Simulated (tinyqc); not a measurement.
Inside a calculation. Model: Cabrera-Mott growth of a thin oxide under its own electric field. Computed by tinyqc, a small Python program that keeps every step. Command: `OMP_NUM_THREADS=1 python tinyqc.py 3028357 3028358 out.jsonl cabrera walk`. One thread of a shared host (Intel(R) Xeon(R) Processor @ 2.30GHz), about 0.02 s of CPU time with the checks. Intermediate numbers are printed to about 6 digits and carried at full precision; extremes and crossings named in words are read from the listed rows.

Electrons cross the film freely and set a fixed potential V across it; the field V/x lowers the barrier for ions entering the oxide.

Inputs (values chosen for the exercise, for a model metal):

| quantity | value | unit |
|---|---|---|
| barrier W | 1.82 | eV |
| Mott potential V | 1 | V |
| ion charge number z | 2 | - |
| half jump distance b | 1.5 | angstrom |
| prefactor u0 = N Omega nu | 1.2e+12 | angstrom/s |
| temperature T | 400 | K |
| starting thickness x0 | 3.7 | angstrom |
| time t | 170000 | s |

Backward hops: kept.

Constants: k_B = 8.617333262e-05 eV/K.

## Scales

u = u0 exp(-W/(k_B T)), X1 = z b V/(k_B T) with V in volts and k_B T in eV; dx/dt = 2 u sinh(X1/x).

u = 1.40666e-11 angstrom/s

X1 = 87.0339 angstrom

## Field and rate at the start

Field E = V/x; the barrier is lowered by z b V/x.

field = 27.0270 MV/cm

barrier lowering = 0.810811 eV

rate = 0.231184 angstrom/s

## Thickness after time t

t(x) = int_(x0)^x dx / (dx/dt) by Gauss-Legendre quadrature (80 points on each side of (x0 + 2 x)/3), solved for x.

thickness x = 7.10152 angstrom

rate at time t = 2.95637e-06 angstrom/s

field at time t = 14.0815 MV/cm

X1/x = 12.3: the field term still rules. Caution: the starting field or rate is formal: the first layers form as fast as oxygen arrives.

## Limiting thickness

Growth counts as stopped when u exp(X1/x) falls to 1e-5 angstrom/s: x_L = X1/ln(1e-5/u), defined while u is below that rate; the critical temperature is T_c = W/(k_B ln(u0/1e-5)).

limiting thickness x_L = 6.45926 angstrom

critical temperature T_c = 537.051 K

T is below T_c, so the rate is below that level in any film thicker than x_L; growth goes on there, ever more slowly.

## Growth over eight decades

Closed form for thin films (leading term of the integral): x solves (x^2/(u X1)) exp(-X1/x) = t.

Thickness:

| t (s) | x (angstrom) | 1/x (1/angstrom) | closed form (angstrom) |
|---|---|---|---|
| 1.00e+00 | 3.8435 | 0.260177 | 3.7566 |
| 1.00e+01 | 4.1602 | 0.240374 | 4.1333 |
| 1.00e+02 | 4.6122 | 0.216817 | 4.5896 |
| 1.00e+03 | 5.1819 | 0.192978 | 5.1524 |
| 1.00e+04 | 5.9042 | 0.169372 | 5.8619 |
| 1.00e+05 | 6.8439 | 0.146115 | 6.7804 |
| 1.00e+06 | 8.1100 | 0.123305 | 8.0093 |
| 1.00e+07 | 9.8937 | 0.101074 | 9.7226 |
| 1.00e+08 | 12.5601 | 0.079617 | 12.2413 |

Per decade of time the film gains 0.32 angstrom at first and 2.7 at the end. The inverse-logarithmic law predicts -X1 d(1/x)/d ln t near 1; the rows give 0.75 at first and 0.81 at the end. The closed form misses by at most 2.5 %.

Checks made by the program: quadrature against adaptive integration (relative difference below 1e-10).
